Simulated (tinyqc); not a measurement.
From results back to parameters: averaged masses of warped heavy- and light-hole bands. Five cases, with inputs chosen for the exercise.

Problem. For B along [111] the central orbits have s = 1/4 all round, so the cyclotron masses are 1/(g1 -/+ sqrt(g2^2 + 3 g3^2)). They are given with the heavy-hole mass along [100], 1/(g1 - 2 g2); g2 and g3 are positive.

Find: g1; sqrt(g2^2 + 3 g3^2); g2; g3.

Method. The mean of the two inverse cyclotron masses is g1 and half their difference is the root; g2 = (g1 - 1/m[100])/2, and g3 follows.

Case 1.

heavy and light cyclotron mass for B along [111]; heavy mass along [100] (m0): 0.4351622  0.0148584  0.2604167

Solution.

g1 = 34.80
sqrt(g2^2 + 3 g3^2) = 32.502
g2 = 15.48
g3 = 16.50

Case 2.

heavy and light cyclotron mass for B along [111]; heavy mass along [100] (m0): 0.5286818  0.0262961  0.3496503

Solution.

g1 = 19.96
sqrt(g2^2 + 3 g3^2) = 18.069
g2 = 8.55
g3 = 9.19

Case 3.

heavy and light cyclotron mass for B along [111]; heavy mass along [100] (m0): 0.4382439  0.0149035  0.2816901

Solution.

g1 = 34.69
sqrt(g2^2 + 3 g3^2) = 32.408
g2 = 15.57
g3 = 16.41

Case 4.

heavy and light cyclotron mass for B along [111]; heavy mass along [100] (m0): 0.5631847  0.1461052  0.2754821

Solution.

g1 = 4.31
sqrt(g2^2 + 3 g3^2) = 2.534
g2 = 0.34
g3 = 1.45

Case 5.

heavy and light cyclotron mass for B along [111]; heavy mass along [100] (m0): 0.5142608  0.0262498  0.3311258

Solution.

g1 = 20.02
sqrt(g2^2 + 3 g3^2) = 18.075
g2 = 8.50
g3 = 9.21

Computed by tinyqc, one run a case: `OMP_NUM_THREADS=1 python tinyqc.py N N+1 out.jsonl` with N = 1080427, 1080459, 1080470, 1080471, 1080483; one thread of a shared Intel(R) Xeon(R) Processor @ 2.30GHz, about 0.04 s a run at most.
